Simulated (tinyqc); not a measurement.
## Trap density from one capacitance

Problem. Traps spread evenly through the insulator exchange electrons with the semiconductor by tunnelling, with tau(x) = t0 exp(2 ka x) at depth x from the interface. The admittance per area Y seen at depth x obeys dY/dx = -Y^2/(i w eps0 eox) + q Nb ln(1 + i w tau)/tau, with Y(0) = i w Cs and w = 2 pi f; the gate sees Y(tox) = G + i w C. Working variable y = Y/(i w), in uF/cm^2. Cox = eps0 eox/tox. Find Nb and G/w.

Values chosen for this exercise: relative permittivity of the insulator eox = 22.5; insulator thickness tox = 7.7 nm; semiconductor capacitance in accumulation Cs = 1.6 uF/cm^2; decay constant of the wave function in the insulator ka = 4.8 1/nm; time constant of a trap at the interface t0 = 1e-11 s; frequency f = 1e6 Hz.

Constants: q = 1.602176634e-19 C, eps0 = 8.8541878128e-14 F/cm where lengths are in cm. Results are converted to the units shown.

C = 1.6317174 uF/cm^2

Answer. C rises steadily with Nb, so one density matches; in practice ka and t0 must come from the frequency dependence.

Nb = 1.30e20 cm^-3 eV^-1
G/w = 0.0727 uF/cm^2

Computed by the program tinyqc: `OMP_NUM_THREADS=1 python tinyqc.py 2202235 2202236 out.jsonl`, one thread of a shared Intel Xeon 2.30GHz, about 0.5 s for the whole run.
